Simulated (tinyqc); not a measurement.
Changing the roughness sigma: sputter depth profiling of a dopant layer: erosion rate, quantification and the mixing-roughness response. Computed by tinyqc, a small Python program. Command: `OMP_NUM_THREADS=1 python tinyqc.py 3015133 3015134 out.jsonl sims sweep`. One thread of a shared host (Intel(R) Xeon(R) Processor @ 2.30GHz), about 0.2 s of CPU time with the checks.

A rastered ion beam erodes silicon (49.94 atoms per nm^3). The measured profile is the true one convolved with a depth response.

Inputs (values chosen for the exercise, modelled on a dopant in silicon under an oxygen or caesium beam):
```
quantity,value,unit
beam energy E,1.5,keV
beam current,460,nA
raster side,250,um
sputter yield at 1 keV,1.6,-
mixing length at 1 keV,1.9,nm
depth of the top edge z0,17,nm
box width b,1.8,nm
box concentration C,5.7e+18,1/cm^3
relative sensitivity factor RSF,7e+21,1/cm^3
matrix count rate,840000,1/s
background count rate,0.32,1/s
counting time per point,2,s
level that defines the junction C_B,4e+17,1/cm^3
```

True profile: box.

Constants: e = 1.602176634e-19 C.

Method:
- Scaling chosen for the exercise: yield Y = Y1 E^0.5, mixing length w = w1 E^0.5 (E in keV).
- Erosion rate = Y I/(e x raster^2 x density); depth step = rate x counting time; concentration = RSF x counts/matrix counts; detection limit = RSF x 3 sqrt(background x time)/(matrix rate x time).
- Mixing alone turns a layer at z0 into (1/w) exp(-(z - z0 + w)/w) for z > z0 - w; roughness adds a Gaussian of width sigma. With x = z - z0 + w: g(x) = (1/(2w)) exp(sigma^2/(2 w^2) - x/w) erfc((sigma/w - x/sigma)/sqrt2), and its integral G(x) = (1/2) erfc(-x/(sigma sqrt2)) - w g(x). Measured: C [G(x) - G(x - b)].
- Find the maximum, the full width at half maximum and the deep point where the profile falls to C_B; far down, the trailing edge decays by w ln(10) per decade.
- Convolution adds means and variances: the response has mean 0 (shift -w plus exponential mean w) and variance w^2 + sigma^2; a box adds the mean b/2 and the variance b^2/12.

One run for each value:
```
roughness sigma (nm),full width at half maximum (nm),peak concentration (1/cm^3),maximum minus centroid (nm),apparent junction depth (nm)
0.15,2.837,2.924e+18,-1.432,21.22
0.24,2.932,2.836e+18,-1.426,21.23
0.38,3.093,2.699e+18,-1.402,21.25
0.61,3.418,2.476e+18,-1.328,21.30
0.98,4.068,2.142e+18,-1.162,21.42
```

What does the table show, and why?

Over the rows, full width at half maximum (nm) rises from 2.84 to 4.07 (exponent d ln y / d ln x 0.070 between the first rows and 0.37 between the last); peak concentration (1/cm^3) falls from 2.92e18 to 2.14e18 (exponent d ln y / d ln x -0.065 between the first rows and -0.31 between the last); maximum minus centroid (nm) rises from -1.43 to -1.16 (exponent d ln y / d ln x -0.0095 between the first rows and -0.28 between the last). Roughness broadens both edges and makes the response more symmetric; far down the tail the slope stays w ln(10). Left out: 1.60, 2.50, 4.00 (the peak is near the junction level, or the box is flat-topped).

Extremes, crossings and ranges named in words are read from the listed rows.
